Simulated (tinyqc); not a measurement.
Rigid-ion and shell models of the dielectric response of an ionic crystal: one step, computed by the program tinyqc.

Charges +Z and -Z; 6 nearest neighbours, Madelung constant M = 1.747565, volume per ion pair Omega = 2.000000 d^3. Energy per pair U = -M Z^2 e2/d + 6 A exp(-d/rho), e2 = e^2/(4 pi eps_0). In the shell model the anion is a core of charge Y - Z and a massless shell of charge -Y, joined by the spring k; the repulsion acts on the shell. Each ion feels the Lorentz field E + (4 pi/3) P (Gaussian units).

Task: As a gate dielectric. Capacitance per area eps_0 eps_s/t; equivalent oxide thickness EOT = t x 3.9/eps_s; the surface optical mode against silicon (eps = 11.7) lies at omega_TO sqrt[(eps_s + 11.7)/(eps_inf + 11.7)], and its squared coupling to channel electrons scales as g = hbar omega_SO [1/(11.7 + eps_inf) - 1/(11.7 + eps_s)], with hbar omega = h c x wavenumber.

Inputs (values chosen for the exercise, for a model crystal): film thickness t = 2.7 nm.

Structure: rock salt.

omega_TO = 84.59813 1/cm

eps_s = 6.436648

eps_inf = 1.954336

Constants: eps_0 = 8.8541878128e-12 F/m; 1 THz = 33.35640952 1/cm; h x 1 THz = 4.135667696 meV.

Give: capacitance per area; equivalent oxide thickness; surface optical mode; remote-phonon coupling g.

Result:

capacitance per area = 21.11 fF/micrometre^2

equivalent oxide thickness = 1.636 nm

surface optical mode = 97.50 1/cm

remote-phonon coupling g = 0.2188 meV
